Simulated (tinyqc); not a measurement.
Two coupled magnetic layers: synthetic antiferromagnet, spin flop, exchange bias and magnetoresistance. Changing the antiferromagnetic coupling J1. Computed by tinyqc, a small Python program. Command: `OMP_NUM_THREADS=1 python tinyqc.py 3010345 3010346 out.jsonl saf sweep`. One thread of a shared host (Intel(R) Xeon(R) Processor @ 2.30GHz), about 0.3 s of CPU time with the checks.

Moments lie in the plane at the angles p1, p2 from the field. Energy per area: E = J1 cos(p1 - p2) + J2 cos^2(p1 - p2) - B M_s (t1 cos p1 + t2 cos p2) + K (t1 sin^2 p1 + t2 sin^2 p2).

Inputs (values chosen for the exercise, for a model stack):

| quantity | value | unit |
|---|---|---|
| saturation magnetisation M_s | 950 | kA/m |
| thickness t1 | 2.2 | nm |
| thickness t2 | 2.2 | nm |
| biquadratic coupling J2 | 0 | mJ/m^2 |
| in-plane anisotropy K | 3.2 | kJ/m^3 |
| field over the saturation field | 0.62 | - |

Field direction: along the easy axis.

Method. The parallel state is stable while the Hessian at p1 = p2 = 0 is positive: with c = J1 + 2 J2 and u = B M_s + 2K, (u t1 - c)(u t2 - c) > c^2, so B_sat M_s = c (1/t1 + 1/t2) - 2K. B_K = 2K/M_s. With p1 = 0, p2 = 180 degrees and c2 = J1 - 2 J2 the Hessian is [[c2 + t1 (2K + b), -c2], [-c2, c2 + t2 (2K - b)]], b = B M_s; its determinant vanishes at the positive root of t1 t2 b^2 - c2 (t1 - t2) b - [2K c2 (t1 + t2) + 4 K^2 t1 t2] = 0.

One run for each value:

| antiferromagnetic coupling J1 (mJ/m^2) | saturation field B_sat (mT) | stability limit B_sf of the antiparallel state (mT) |
|---|---|---|
| 0.050 | 41 | 19.2 |
| 0.085 | 75 | 24.4 |
| 0.140 | 127 | 30.8 |
| 0.240 | 223 | 39.9 |
| 0.410 | 386 | 51.9 |
| 0.700 | 663 | 67.5 |
| 1.200 | 1142 | 88.2 |
| 2.000 | 1907 | 113.7 |

Over the rows, saturation field B_sat (mT) rises from 41.1 to 1910 (exponent d ln y / d ln x 1.1 between the first rows and 1.0 between the last); stability limit B_sf of the antiparallel state (mT) rises from 19.2 to 114 (exponent d ln y / d ln x 0.45 between the first rows and 0.50 between the last). At the high end the exponent of saturation field B_sat is 1.00, close to 1: coupling rules over anisotropy. The exponent of stability limit B_sf of the antiparallel state stays between 0.45 and 0.50, near 0.50: the geometric mean of coupling and anisotropy.

Extremes, crossings and ranges named in words are read from the listed rows.
